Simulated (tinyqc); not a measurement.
Raising the surface concentration at fixed length: sheet resistance of a shallow doped layer with concentration-dependent mobility and limited activation. Computed by tinyqc, a small Python program. Command: `OMP_NUM_THREADS=1 python tinyqc.py 3009277 3009278 out.jsonl irvin walk`. One thread of a shared host (Intel(R) Xeon(R) Processor @ 2.30GHz), about 0.01 s of CPU time with the checks.

A layer of one dopant lies in a background of the opposite type. Current flows parallel to the surface down to the junction; depletion is ignored.

Inputs (values chosen for the exercise, modelled on arsenic in silicon): surface concentration C_s = 1.3e+20 1/cm^3; length l = 140 nm; background C_B = 2.4e+18 1/cm^3; mobility floor mu_min = 50.5 cm^2/(V s); mobility mu_max = 1410 cm^2/(V s); reference density N_r = 1.05e+17 1/cm^3; exponent alpha = 0.665; prefactor of the active limit = 2.2e+22 1/cm^3; energy of the active limit = 0.464 eV; anneal temperature T = 900 C.

Profile: erfc.

Constants: k_B = 8.617333262e-05 eV/K; e = 1.602176634e-19 C.

Method:
- C(x) = C_s erfc(x/l).
- Temperatures in kelvin are T(C) + 273.15.
- Active limit C_a = prefactor x exp(-energy/(k_B T)); the junction lies where C = C_B, and the profile exceeds C_a down to x_a (zero if C_s is below C_a). Slope at the junction in nm per decade = ln(10) C/|dC/dx|.
- Active density N = min(C, C_a); carriers n = N - C_B; mobility mu = mu_min + (mu_max - mu_min)/(1 + ((N + C_B)/N_r)^alpha).
- Integrals from 0 to x_j, where C = C_B (Gauss-Legendre, 60 points on each smooth piece; 1 nm = 1e-7 cm): dose int C dx, carriers int n dx, mean mobility int n mu dx/int n dx, R_s = 1/(e int n mu dx).
- The last column drops the active limit.

active limit C_a = 2.23413e+20 1/cm^3

Layers:
```
C_s (1/cm^3)  x_j (nm)  dose (1/cm^2)  mean mu (cm^2/(V s))  R_s (ohm/square)  R_s if all active
3.00e+19        173.31     2.2737e+14                91.628            366.67             366.67
1.00e+20        223.44     7.8165e+14                72.792            117.78             117.78
2.00e+20        248.69     1.5721e+15                65.644             62.87              62.87
5.00e+20        279.18     3.9423e+15                61.581             35.16              27.14
1.00e+21        300.52     7.8920e+15                60.691             27.91              14.18
2.00e+21        320.63     1.5791e+16                60.220             23.69               7.32
```

R_s falls as C_s^-0.94 between the first rows and as C_s^-0.24 between the last. Below C_a = 2.2e20 the exponent is set by the mobility, which drops from 92 towards mu_min, and by compensation. Above C_a extra dose only widens the clipped region: in the last row R_s is 3.24 times the fully active value. Caution: in rows with more than about 2e20 active atoms per cm^3 measured mobilities fall further than this form.
